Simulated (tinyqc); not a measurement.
Worked calculation: Hubbard chain of 5 sites. Computed by tinyqc, a small Python program that keeps every step. Settings: hopping = 0.52, U = 6.4, mixing = 0.2, iteration cap = 56. Command: `OMP_NUM_THREADS=1 python tinyqc.py 24593 24594 out.jsonl` (the two numbers bound the seeds that draw the settings). One thread of a shared host (Intel(R) Xeon(R) Processor @ 2.60GHz), about 0.2 s of CPU time with the checks. Later iterations appear only in the table of the cycle.

## Mean-field iteration 1

one-body matrix (hopping and site energies) (eV), lower triangle:
```
,1,2,3,4,5
1,0.0000
2,-0.5200,0.0000
3,0.0000,-0.5200,0.0000
4,0.0000,0.0000,-0.5200,0.0000
5,0.0000,0.0000,0.0000,-0.5200,0.0000
```

U = 6.4000 eV

electrons, up and down: 1  1

mixing = 0.2000

n(up) at the start (a guess, not normalised): 1 0.2000, 2 0.2000, 3 0.2000, 4 0.2000, 5 0.2000

n(down) at the start (a guess): 1 0.2000, 2 0.2000, 3 0.2000, 4 0.2000, 5 0.2000

H(up) = T + U n(down), H(down) = T + U n(up); fill the lowest levels; n(new) = n + mixing (n(out) - n); E = tr T (rho up + rho down) + U sum n_up n_down of the output.

levels, up (eV): 0.3793  0.7600  1.2800  1.8000  2.1807

levels, down (eV): 0.3793  0.7600  1.2800  1.8000  2.1807

energy = -0.2013 eV

n(up) after iteration 1: 1 0.1767, 2 0.2100, 3 0.2267, 4 0.2100, 5 0.1767

n(down) after iteration 1: 1 0.1767, 2 0.2100, 3 0.2267, 4 0.2100, 5 0.1767

## Mean-field iteration 2

As before.

levels, up (eV): 0.4291  0.7065  1.2403  1.7682  2.2559

levels, down (eV): 0.4291  0.7065  1.2403  1.7682  2.2559

energy = -0.3933 eV

n(up) after iteration 2: 1 0.1679, 2 0.2164, 3 0.2315, 4 0.2164, 5 0.1679

n(down) after iteration 2: 1 0.1679, 2 0.2164, 3 0.2315, 4 0.2164, 5 0.1679

## Mean-field iteration 3

As before.

levels, up (eV): 0.4397  0.6870  1.2179  1.7723  2.2831

levels, down (eV): 0.4397  0.6870  1.2179  1.7723  2.2831

energy = -0.4187 eV

n(up) after iteration 3: 1 0.1652, 2 0.2192, 3 0.2311, 4 0.2192, 5 0.1652

n(down) after iteration 3: 1 0.1652, 2 0.2192, 3 0.2311, 4 0.2192, 5 0.1652

## Convergence

Each step fills the lowest levels of T + U n(other spin) and sets n(new) = n + mixing (n(out) - n); stop when output and input agree to 1e-8.

Course of the cycle:
```
iteration,E (eV),largest |n(out) - n(in)|,mean |n_up - n_down|
1,-0.201333,1.33e-01,0.0000
2,-0.393315,4.38e-02,0.0000
3,-0.418748,1.41e-02,0.0000
4,-0.421362,6.39e-03,0.0000
5,-0.421771,3.06e-03,0.0000
6,-0.421864,1.51e-03,0.0000
7,-0.421886,7.70e-04,0.0000
8,-0.421892,3.87e-04,0.0000
9,-0.421894,1.93e-04,0.0000
10,-0.421894,9.66e-05,0.0000
11,-0.421894,4.82e-05,0.0000
...,...,...,...
14,-0.421894,6.01e-06,0.0000
15,-0.421894,3.00e-06,0.0000
16,-0.421894,1.50e-06,0.0000
17,-0.421894,7.48e-07,0.0000
18,-0.421894,3.74e-07,0.0000
19,-0.421894,1.87e-07,0.0000
20,-0.421894,9.32e-08,0.0000
21,-0.421894,4.66e-08,0.0000
22,-0.421894,2.33e-08,0.0000
23,-0.421894,1.16e-08,0.0000
24,-0.421894,5.80e-09,0.0000
```

local moments n_up - n_down: 1 0.0000, 2 0.0000, 3 0.0000, 4 0.0000, 5 0.0000

Converged in 24 iterations. But random starts reach -1.34995 eV, so this is another stationary point, not the lowest one. Reruns (cap 100 unless said): mixing 0.5: not converged; mixing 0.9: not converged. Before convergence this energy mixes input and output and is not variational, so it may rise towards its limit.

## Exact diagonalisation (25 states)

Lowest levels of the sector, and the double occupancy of the lowest state.

lowest levels (eV): -1.4736  -1.4207  -0.9689  -0.9007  -0.6141  -0.5200

double occupancy per site = 0.0015

The mean-field solution above lies 1.0517 eV above the exact energy.

## The lowest level by Lanczos steps

From a random start vector (not printed): a_j = <q_j|H|q_j>, b_j = norm of the remainder after orthogonalising; the Ritz value is the lowest eigenvalue of the tridiagonal matrix of a and b so far.

Lanczos:
```
j,a_j (eV),b_j (eV),lowest Ritz value (eV)
1,1.0340,2.5990,1.034042
2,4.7119,1.8506,-0.310839
3,0.2244,0.9429,-1.086399
4,1.2670,2.7448,-1.259341
5,4.7945,1.3985,-1.406859
6,0.5851,0.7874,-1.453854
7,1.0432,2.2388,-1.462140
8,5.2061,1.7379,-1.466561
9,0.3498,0.7171,-1.469261
10,1.5766,2.8396,-1.469733
```
